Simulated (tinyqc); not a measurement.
Minority carriers and saturation current of a heavily doped emitter: two steps of the calculation.

n-type, parabolic bands, full ionisation. eta = (EF - Ec)/kB T solves N = Nc F12(eta), F12(x) = (2/sqrt(pi)) int_0^infinity sqrt(u)/(1 + exp(u - x)) du. The gap shrinks rigidly by dEg = a3 y^(1/3) + a4 y^(1/4) + a2 y^(1/2), y = N/1e18 cm^-3, an empirical law that is here taken as the true narrowing.

Values chosen for this exercise; band and dielectric values those of a made-up semiconductor:
- T = 300 K (temperature)
- Eg = 1.37 eV (band gap)
- Nc = 2.61e19 cm^-3 (conduction-band density of states at 300 K)
- Nv = 3.36e19 cm^-3 (valence-band density of states at 300 K)
- N = 1.8e19 cm^-3 (ionised donor density)
- a3 = 11.1 meV (coefficient of (N/1e18)^(1/3))
- a4 = 10.7 meV (coefficient of (N/1e18)^(1/4))
- a2 = 2.2 meV (coefficient of (N/1e18)^(1/2))

Constants: q = 1.602176634e-19 C, kB = 1.380649e-23 J/K, Vt = kB T/q. Results are converted to the units shown.

Task 1. Fermi level. Newton step on ln F12(eta) = ln(N/Nc): eta(new) = eta - ln(Nc F12/N) F12/Fm, Fm(x) = dF12/dx = (1/sqrt(pi)) int_0^infinity u^(-1/2)/(1 + exp(u - x)) du.

eta at the start (Boltzmann value) = -0.3716

Find: F12; Fm; eta after iteration 1.

Result 1.

F12 = 0.56553
Fm = 0.47251
eta after iteration 1 = -0.13411

Task 2. Effective intrinsic density. ni = sqrt(Nc Nv) exp(-Eg/(2 Vt)), Eg in volts; degeneracy factor g = F12(eta) exp(-eta); nie^2 = ni^2 exp(dEg/kB T) g, p0 = nie^2/N; apparent narrowing dEg + kB T ln g.

converged eta = -0.13004033

Wanted: ni; dEg; g; apparent narrowing; nie; p0.

Result 2.

ni = 9.204e7 cm^-3
dEg = 60.46 meV
g = 0.7854
apparent narrowing = 54.22 meV
nie = 2.627e8 cm^-3
p0 = 0.003833 cm^-3

Narrowing multiplies p0 by 10.4 and degeneracy by 0.785.

Range of the model: Band tails, non-parabolic bands and incomplete ionisation are left out.

Computed by the program tinyqc: `OMP_NUM_THREADS=1 python tinyqc.py 2330164 2330165 out.jsonl`, one thread of a shared Intel Xeon 2.30GHz, about 0.01 s for the whole run.
